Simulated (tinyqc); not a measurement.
Sputter depth profiling of a dopant layer: erosion rate, quantification and the mixing-roughness response: one step, computed by the program tinyqc.

A rastered ion beam erodes silicon (49.94 atoms per nm^3). The measured profile is the true one convolved with a depth response.

Question. Moments. Convolution adds means and variances: the response has mean 0 (shift -w plus exponential mean w) and variance w^2 + sigma^2; a box adds the mean b/2 and the variance b^2/12.

Inputs (values chosen for the exercise, modelled on a dopant in silicon under an oxygen or caesium beam): roughness sigma = 1.1 nm; depth of the top edge z0 = 24 nm; box width b = 4.9 nm.

True profile: box.

mixing length w = 1.311450 nm

depth of the maximum = 26.32984 nm

Give: centroid; standard deviation; maximum minus centroid.

Answer.

centroid = 26.45 nm

standard deviation = 2.221 nm

maximum minus centroid = -0.1202 nm

The centroid stays at the true position while the maximum lies nearer the surface, so depth is read from the centroid.
